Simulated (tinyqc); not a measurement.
Spectral response: phonon-assisted absorption at an indirect gap.

alpha(E) = sum_j A_j [N_j (E - Eg + w_j)^2 + (N_j + 1)(E - Eg - w_j)^2], each bracket counted only where its base is positive; N_j = 1/(exp(w_j/kB T) - 1). The first term absorbs a phonon and the second emits one; excitons and direct transitions are left out.

Photodiode (Gaertner form with a dead layer): QE = (1 - R) exp(-alpha xj) [1 - exp(-alpha W)/(1 + alpha L)], R = ((nr - 1)/(nr + 1))^2; responsivity = QE/E in A/W for E in eV.

Constants: kB = 8.617333262e-05 eV/K.

Values chosen for the exercise (loosely those of SiC at room temperature; Eg is not tied to T; not measured data):
- Eg = 3.205 eV (indirect gap, held fixed unless listed)
- w = (67.7, 48.7) meV (two zone-edge phonons)
- A = (3300, 430) 1/(cm eV^2) (their strengths)
- T = 300 K
- nr = 2.79 (refractive index)
- xj = 0.22 micrometre (dead layer at the surface)
- W = 0.61 micrometre (depleted width)
- L = 3 micrometre (minority diffusion length below it)

Response:
```
E (eV)  wavelength (nm)  alpha (1/cm)  1/alpha (micrometre)  dead layer  collected     QE    A/W
3.22                385          2.09              4.79e+03       1.000      0.001  0.001  0.000
3.26                380          4.76              2.10e+03       1.000      0.002  0.001  0.000
3.32                373          20.9                   478       1.000      0.008  0.006  0.002
3.40                365          91.0                   110       0.998      0.032  0.025  0.007
3.50                354           258                  38.8       0.994      0.086  0.067  0.019
3.66                339           708                  14.1       0.985      0.210  0.161  0.044
3.86                321      1.59e+03                  6.30       0.966      0.385  0.289  0.075
4.11                302      3.18e+03                  3.14       0.932      0.579  0.419  0.102
4.40                282      5.72e+03                  1.75       0.882      0.740  0.507  0.115
4.80                258      1.04e+04                 0.958       0.795      0.872  0.538  0.112
```

QE is highest, 0.538, at 4.80 eV of those listed and the responsivity at 4.40 eV; reflection alone caps QE at 0.777. Near the gap weak absorption limits it (collected share 0.001); at the top the dead layer passes 0.795. Far above the gap the quadratic law and a constant index are only rough.

(tinyqc, `OMP_NUM_THREADS=1 python tinyqc.py 1682509 1682510 out.jsonl`, Intel(R) Xeon(R) Processor @ 2.30GHz, 1 thread, shared host, about 0.01 s.)
